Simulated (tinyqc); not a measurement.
From results back to parameters: k.p values derived from sp3s* tight binding at Gamma. Five cases, with inputs chosen for the exercise.

Problem. The electron mass obeys m0/m = A + Ep/EG, where A gathers the direct term and the higher bands, and Ep = P^2/c with c = hbar^2/2m0, P = (a/4)(sa pc Vsapc + sc pa Vscpa). The mass comes from a hidden Vscpa (s cation, p anion); sa, sc are the anion and cation parts of S+, the upper s level at Gamma, and pa, pc those of P-, the lower p level (P+ is the upper one).

Constants: hbar^2/2m0 = 3.80998211 eV angstrom^2.

Find: Ep; Vscpa.

Method. Ep = (m0/m - A) EG gives |P|; both terms of P have the sign of sc pa, and the linear relation gives Vscpa. A is held fixed, though its part from P+ also depends on Vscpa.

Case 1.

Values chosen (out of a larger set: near a published set for InP, fitted to gaps, whose masses and valley positions are rough; not measured data): a = 5.874 angstrom (lattice constant); Vsapc = 2.243 eV (s anion, p cation).

m = 0.1214362 m0
A = -1.46757
EG = 1.400995 eV

sa, sc, pa, pc: 0.473123  -0.880996  0.905656  -0.424013

Solution.

Ep = 13.59 eV
Vscpa = 5.58 eV

Case 2.

Values chosen (out of a larger set: near a published set for GaSb, fitted to gaps, whose masses and valley positions are rough; not measured data): a = 6.092 angstrom (lattice constant); Vsapc = 4.918 eV (s anion, p cation).

m = 0.0614058 m0
A = -1.93342
EG = 0.733164 eV

sa, sc, pa, pc: 0.606178  -0.795329  0.878688  -0.477396

Solution.

Ep = 13.36 eV
Vscpa = 4.67 eV

Case 3.

Values chosen (out of a larger set: near a published set for GaAs, fitted to gaps, whose masses and valley positions are rough; not measured data): a = 5.65 angstrom (lattice constant); Vsapc = 4.485 eV (s anion, p cation).

m = 0.1167459 m0
A = -1.54374
EG = 1.537882 eV

sa, sc, pa, pc: 0.546036  -0.837762  0.882518  -0.470279

Solution.

Ep = 15.55 eV
Vscpa = 5.81 eV

Case 4.

Values chosen (out of a larger set: near a published set for GaAs, fitted to gaps, whose masses and valley positions are rough; not measured data): a = 5.657 angstrom (lattice constant); Vsapc = 4.461 eV (s anion, p cation).

m = 0.1214204 m0
A = -1.55740
EG = 1.573761 eV

sa, sc, pa, pc: 0.547145  -0.837038  0.882796  -0.469757

Solution.

Ep = 15.41 eV
Vscpa = 5.78 eV

Case 5.

Values chosen (out of a larger set: near a published set for GaSb, fitted to gaps, whose masses and valley positions are rough; not measured data): a = 6.098 angstrom (lattice constant); Vsapc = 4.952 eV (s anion, p cation).

m = 0.0658492 m0
A = -1.97306
EG = 0.781763 eV

sa, sc, pa, pc: 0.605652  -0.795730  0.880177  -0.474646

Solution.

Ep = 13.41 eV
Vscpa = 4.66 eV

Computed by tinyqc, one run a case: `OMP_NUM_THREADS=1 python tinyqc.py N N+1 out.jsonl` with N = 1482248, 1482251, 1482255, 1482282, 1482383; one thread of a shared Intel(R) Xeon(R) Processor @ 2.30GHz, about 0.01 s a run at most.
